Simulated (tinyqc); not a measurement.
Thin-film optics by transfer matrices: one step. Layer matrices and their product. The numbers come from values chosen for the exercise (indices near those of Si3N4 on Si).

Indices N = n + i k. Snell: N0 sin(theta) = N_j sin(theta_j), with Im(N_j cos theta_j) >= 0. Admittance y_j = N_j cos theta_j for s and N_j/cos theta_j for p. Phase delta_j = 2 pi N_j cos theta_j d_j/lambda. Layer matrix [[cos delta, -i sin delta/y], [-i y sin delta, cos delta]], multiplied from the top down to M. (B, C) = M (1, y_sub); r = (y0 B - C)/(y0 B + C), R = |r|^2, T = 4 Re y0 Re y_sub/|y0 B + C|^2, absorbed in the films 1 - R - T.

y_j: ambient 1.000000, film 1 2.290000+0.005000i, substrate 1.573000+3.659000i

delta_j (rad): film 1 2.808077+0.006131i

Problem. Form each matrix and multiply from the top down.

Give: M.

Solution.

M:
$$\begin{pmatrix}
-0.9449-0.0020i & -0.0028-0.1430i \\
-0.0116-0.7497i & -0.9449-0.0020i
\end{pmatrix}$$

Each matrix has determinant 1, and so has M.

Program tinyqc; command `OMP_NUM_THREADS=1 python tinyqc.py 1651567 1651568 out.jsonl`; about 0.01 s on one thread of a shared Intel(R) Xeon(R) Processor @ 2.30GHz.
